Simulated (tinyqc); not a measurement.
Smoothing against break-up: capillary instabilities by surface diffusion: grooving and agglomeration of films, edge retraction, wire break-up and smoothing of roughness. Computed by tinyqc, a small Python program. Command: `OMP_NUM_THREADS=1 python tinyqc.py 3018616 3018617 out.jsonl dewet walk`. One thread of a shared host (Intel(R) Xeon(R) Processor @ 2.30GHz), about 0.01 s of CPU time with the checks.

Isotropic surface energy; shapes change by surface diffusion alone.

Inputs (values chosen for the exercise, for a model film):

| quantity | value | unit |
|---|---|---|
| surface energy gamma_s | 1.17 | J/m^2 |
| grain-boundary energy gamma_b | 0.5 | J/m^2 |
| interface energy gamma_i | 1 | J/m^2 |
| atomic volume Omega | 20 | angstrom^3 |
| surface sites nu | 9 | 1/nm^2 |
| prefactor D0 | 1.9e-05 | m^2/s |
| activation energy Q | 1.87 | eV |
| temperature T | 1164 | K |
| film thickness h | 22 | nm |
| grain radius R | 310 | nm |
| wire radius r | 13 | nm |
| initial ripple over radius | 0.05 | - |
| roughness wavelength lambda | 150 | nm |

Grooves: at the surface and the interface.

Constants: k_B = 8.617333262e-05 eV/K; k_B = 1.380649e-23 J/K.

Method:
- Groove angle beta: sin(beta) = gamma_b/(2 gamma). For circular grains of radius R with spherical caps the groove ends (measured from the mean surface) at the depth R g(beta), g = (2 - 3 cos beta + cos^3 beta)/(3 sin^3 beta). The film parts if R [g(beta_s) + g(beta_i)] > h.
- B = D_s nu gamma_s Omega^2/(k_B T), D_s = D0 exp(-Q/(k_B T)).
- A wire with r + A cos(k z) has dA/dt = (B/r^4) (kr)^2 [1 - (kr)^2] A: unstable for wavelengths above 2 pi r, fastest at kr = 1/sqrt 2 with the rate B/(4 r^4); break-up time about (4 r^4/B) ln(r/A0); each wavelength makes a sphere of radius (3 r^2 lambda_m/4)^(1/3).
- Roughness of wavelength lambda on a flat face decays as exp[-B (2 pi/lambda)^4 t]; the smoothing time is that for a factor e^3.

beta_s = 12.3378 degrees

Times (s); the last column is (h/(0.780 tan beta_s))^4/B:

| T (K) | B (nm^4/s) | smoothing | wire break-up | groove to depth h |
|---|---|---|---|---|
| 989 | 1.7328e+03 | 5.6236e+02 | 1.9751e+02 | 1.5957e+05 |
| 1048 | 5.6242e+03 | 1.7326e+02 | 6.0852e+01 | 4.9163e+04 |
| 1106 | 1.5786e+04 | 6.1732e+01 | 2.1681e+01 | 1.7516e+04 |
| 1164 | 3.9871e+04 | 2.4441e+01 | 8.5838e+00 | 6.9351e+03 |
| 1222 | 9.2008e+04 | 1.0591e+01 | 3.7197e+00 | 3.0052e+03 |
| 1280 | 1.9640e+05 | 4.9616e+00 | 1.7426e+00 | 1.4079e+03 |
| 1397 | 7.4439e+05 | 1.3091e+00 | 4.5976e-01 | 3.7145e+02 |

What does the comparison show, and why?

All times share 1/B, so their ratios do not depend on T: break-up over smoothing is 0.35. The wire breaks before this roughness is smoothed, at any temperature. Smoothing is safe for lambda well below 2 pi r, above which a ripple along the wire grows instead. B spans 2.6 decades over these rows.
